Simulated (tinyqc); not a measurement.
Pariser-Parr-Pople SCF with singles CI, for the molecule C=CC(=O)C=CO (SMILES; centres numbered as the heavy atoms are written), step by step. One step of it, computed by the program tinyqc.

Problem. Iteration 2: Fock matrix. F_rr = H_rr + P_rr gamma_rr / 2 + sum_(s != r) P_ss gamma_rs; F_rs = H_rs - P_rs gamma_rs / 2; E = tr P (H + F) / 2 + core repulsion sum_(r<s) z_r z_s gamma_rs.

P after iteration 1:
```
           1C         2C         3C         4O         5C         6C         7O
1C   0.913648   0.921184   0.162835  -0.279785  -0.119668  -0.137878   0.076406
2C   0.921184   0.998713   0.378719  -0.036119   0.025171  -0.074608   0.022032
3C   0.162835   0.378719   0.688860   0.684333   0.453163   0.208919  -0.126224
4O  -0.279785  -0.036119   0.684333   1.588507  -0.128014  -0.270817   0.126628
5C  -0.119668   0.025171   0.453163  -0.128014   1.069328   0.827604  -0.271231
6C  -0.137878  -0.074608   0.208919  -0.270817   0.827604   0.888226   0.401263
7O   0.076406   0.022032  -0.126224   0.126628  -0.271231   0.401263   1.852720
```

core matrix H (eV):
```
            1C          2C          3C          4O          5C          6C          7O
1C  -31.868634   -2.390000    0.000000    0.000000    0.000000    0.000000    0.000000
2C   -2.390000  -36.137908   -2.390000    0.000000    0.000000    0.000000    0.000000
3C    0.000000   -2.390000  -40.012193   -2.510000   -2.390000    0.000000    0.000000
4O    0.000000    0.000000   -2.510000  -44.040706    0.000000    0.000000    0.000000
5C    0.000000    0.000000   -2.390000    0.000000  -39.899265   -2.390000    0.000000
6C    0.000000    0.000000    0.000000    0.000000   -2.390000  -40.589387   -2.310000
7O    0.000000    0.000000    0.000000    0.000000    0.000000   -2.310000  -56.020100
```

repulsion gamma_rs (eV):
```
           1C         2C         3C         4O         5C         6C         7O
1C  10.970000   5.307096   3.852675   3.643181   2.869942   2.336655   2.074542
2C   5.307096  10.970000   5.309092   4.025166   3.852675   2.870604   2.531637
3C   3.852675   5.309092  10.970000   5.640808   5.307096   3.852675   3.169923
4O   3.643181   4.025166   5.640808  14.020000   4.024299   3.642890   2.897181
5C   2.869942   3.852675   5.307096   4.024299  10.970000   5.309092   4.413080
6C   2.336655   2.870604   3.852675   3.642890   5.309092  10.970000   6.433735
7O   2.074542   2.531637   3.169923   2.897181   4.413080   6.433735  23.400000
```

Centres (angstrom, eV; a flat drawing with bonds scaled to 1.40 angstrom):
```
centre          x          y  core charge z          W   gamma_rr
1C      -2.941000   0.180000              1   9.710000  10.970000
2C      -1.667000   0.762000              1   9.710000  10.970000
3C      -0.527000  -0.050000              1   9.710000  10.970000
4O      -0.660000  -1.444000              1  17.270000  14.020000
5C       0.747000   0.532000              1   9.710000  10.970000
6C       1.887000  -0.280000              1   9.710000  10.970000
7O       3.161000   0.301000              2  34.500000  23.400000
```

Give: F; pi energy.

Solution.

F (eV):
```
         1C       2C       3C       4O       5C       6C        7O
1C  -4.1279  -4.8344  -0.3137   0.5097   0.1717   0.1611   -0.0793
2C  -4.8344  -4.4000  -3.3953   0.0727  -0.0485   0.1071   -0.0279
3C  -0.3137  -3.3953  -3.4810  -4.4401  -3.5925  -0.4024    0.2001
4O   0.5097   0.0727  -4.4401  -8.7643   0.2576   0.4933   -0.1834
5C   0.1717  -0.0485  -3.5925   0.2576  -4.6238  -4.5869    0.5985
6C   0.1611   0.1071  -0.4024   0.4933  -4.5869  -4.6779   -3.6008
7O  -0.0793  -0.0279   0.2001  -0.1834   0.5985  -3.6008  -12.7000
```

pi energy = -121.4675 eV
